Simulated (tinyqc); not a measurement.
MOSFET in the linear regime without short-channel effects, parameter extraction from computed curves: one step of the calculation.

Inversion charge Q = Cox n Vt W0(exp((Vg - VT)/(n Vt))), W0 the Lambert function and n = nf; u = Q/Cox; mobility mu = mu0/(1 + th1 u + th2 u^2); channel resistance Rch = (L - dL)/(W mu Q); Id = Vd/(Rch + Rsd/W). Cox = eps0 eox/tox. Small Vd, no channel-length or drain effects.

Problem. Transfer curve. u, mu, Rch and Id as defined.

Values chosen for this exercise; channel values of the order met in silicon transistors:
- T = 300 K (temperature)
- eox = 3.9 (relative permittivity of the gate insulator (close to silicon dioxide))
- tox = 1.2 nm (insulator thickness)
- mu0 = 180 cm^2/(V s) (low-field mobility)
- th1 = 0.2 1/V (first mobility attenuation factor)
- th2 = 0 1/V^2 (second mobility attenuation factor)
- VT = 0.49 V (threshold voltage)
- nf = 1.18 (body factor)
- W = 1 um (gate width)
- L = 0.043 um (drawn gate length)
- dL = 0.005 um (drawn less effective length)
- Rsd = 360 ohm um (source plus drain resistance)
- Vd = 0.025 V (drain voltage)

Constants: q = 1.602176634e-19 C, kB = 1.380649e-23 J/K, Vt = kB T/q, eps0 = 8.8541878128e-14 F/cm where lengths are in cm. Results are converted to the units shown.

Vg, point 0 to 9 (V): [0.25, 0.37, 0.49, 0.61, 0.73, 0.85, 0.97, 1.09, 1.21, 1.33]

Give: u; mu; Rch; Id.

Solution.

```
point      u (V)  mu (cm^2/(V s))  Rch (ohm)    Id (uA)
0      1.1679e-5           180.00   6.2816e6  0.0039797
1      5.8565e-4           179.98   1.2528e5    0.19898
2       0.017301           179.38     4255.1     5.4170
3       0.087764           176.90     850.59     20.651
4        0.18501           173.58     411.20     32.417
5        0.29118           170.09     266.63     39.896
6        0.40139           166.62     197.45     44.847
7        0.51385           163.23     157.44     48.314
8        0.62774           159.92     131.54     50.860
9        0.74262           156.72     113.46     52.802
```

tinyqc, about 0.01 s, one thread, Intel Xeon 2.30GHz (shared host): `OMP_NUM_THREADS=1 python tinyqc.py 2210017 2210018 out.jsonl`
